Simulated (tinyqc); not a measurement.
Worked calculation: nanosheet or nanowire with hard walls, valleys of the Si type. Values are carried at full precision from step to step, so a last printed digit may differ when a step is redone from the rounded ones.

Six ellipsoidal valleys along the cube axes: inverse mass tensor w = 1/mt + (1/ml - 1/mt) a a^T with a the unit axis. Device axes: x along the channel, z = [001], y = z x x.

Constants: hbar^2/2m0 = 3.80998211 eV angstrom^2; hbar = 6.58211957e-16 eV s; e^2/h = 3.874045865e-05 S; kB = 8.617333262e-05 eV/K.

Parameters, chosen for this exercise (near those of Si; not measured data):
- ml = 0.922 m0 (longitudinal mass)
- mt = 0.187 m0 (transverse mass)
- channel = 100 (transport direction x on a (001) wafer)
- W = 195 angstrom (width, along y)
- H = 44 angstrom (height, along z = [001])
- dE = 0.07 eV (EF above the lowest subband edge)
- T = 300 K (temperature)
- g_all = 6 (number of valleys)

## Valley masses for a [100] channel

Rotate w into the device axes and group equal valleys (|w_yz| counts); order by w_zz, then w_yy. 1/m_x = w_xx - w_xc w_c^-1 w_cx with c the block (y, z).

Valleys:
```
group  valleys g    w_yy    w_zz  |w_yz|  m_x (m0)
A              2  5.3476  1.0846  0.0000    0.1870
B              2  1.0846  5.3476  0.0000    0.1870
C              2  5.3476  5.3476  0.0000    0.9220
```

The lightest transport mass, 0.187 m0, belongs to groups A and B.

## One-dimensional subbands

Hard walls around a W x H rectangle. The block w_c of w in (y, z) confines; the transport mass follows from 1/m_x = w_xx - w_xc w_c^-1 w_cx. The cross-section problem c (w_yy ky^2 + 2 w_yz ky kz + w_zz kz^2), c = hbar^2/2m0, is solved in products sin(n pi y/W) sin(l pi z/H), n, l = 1 to 12; if w_yz = 0 the levels are c pi^2 (w_yy n^2/W^2 + w_zz l^2/H^2). The w_yz term couples (n, l) to (n', l') by -2 c w_yz D_nn'(W) D_ll'(H) with D_nm(L) = 4 n m/(L (n^2 - m^2)) for n + m odd and 0 otherwise.

The ten lowest levels of all groups together, numbered within each group.

Subbands:
```
label  valleys g  m_x (m0)  E (eV)
A1             2    0.1870  0.0264
A2             2    0.1870  0.0422
A3             2    0.1870  0.0687
A4             2    0.1870  0.0896
B1             2    0.1870  0.1049
A5             2    0.1870  0.1054
A6             2    0.1870  0.1057
B2             2    0.1870  0.1082
C1             2    0.9220  0.1092
B3             2    0.1870  0.1135
```

The lowest subband is A1; the number of further ones in the list within kB T = 25.9 meV of it at 300 K is 1.

## Modes, density and velocity at zero temperature

With EF = E_lowest + dE, each subband below EF has k_F = sqrt(m_x (EF - E)/c), carries n = 2 g k_F/pi electrons per length (spin included), moves at v = 2 c k_F/(hbar m_x) and adds 2 g e^2/h to the ballistic conductance; c = hbar^2/2m0, 1 angstrom/s = 1e-8 cm/s.

Occupied subbands:
```
label  k_F (1/angstrom)  n (1/nm)  v (1e7 cm/s)
A1               0.0586     0.746          3.63
A2               0.0515     0.656          3.19
A3               0.0369     0.469          2.28
A4               0.0183     0.233          1.13
```

total n = 2.105 1/nm
ballistic conductance = 619.8 microsiemens

EF lies below the last listed level, so the count is complete for these valleys (other families, and non-parabolicity above about 0.2 eV, are left out): 4 subbands with 8 valley modes. The Fermi velocity, averaged with the densities as weights, is 2.92 x 1e7 cm/s; the mean over all filled states moving one way is half of it.

## Threshold shift from confinement

Without degeneracy the line density is N1 exp((EF - Ec)/kB T) with N1 = sum 2 g sqrt(m_x kB T/(4 pi c)) exp(-E/kB T), here over n, l up to 80 where w_yz = 0 and over all levels of a 12 x 12 sine basis otherwise; the classical value is W H Nc with Nc = 2 g_all (m_dos kB T/(4 pi c))^(3/2), m_dos = (ml mt^2)^(1/3); dVt = kB T ln(W H Nc/N1).

Form N1, W H Nc and dVt.

N1 = 0.3339 1/nm
W H Nc = 2.320 1/nm
dVt = 50.1 mV

## Checks

- Lowest level of group A on a 40 x 40 difference grid against the sine basis, eV: both 0.026.

(tinyqc, `OMP_NUM_THREADS=1 python tinyqc.py 1282511 1282512 out.jsonl`, Intel(R) Xeon(R) Processor @ 2.30GHz, 1 thread, shared host, about 0.05 s.)
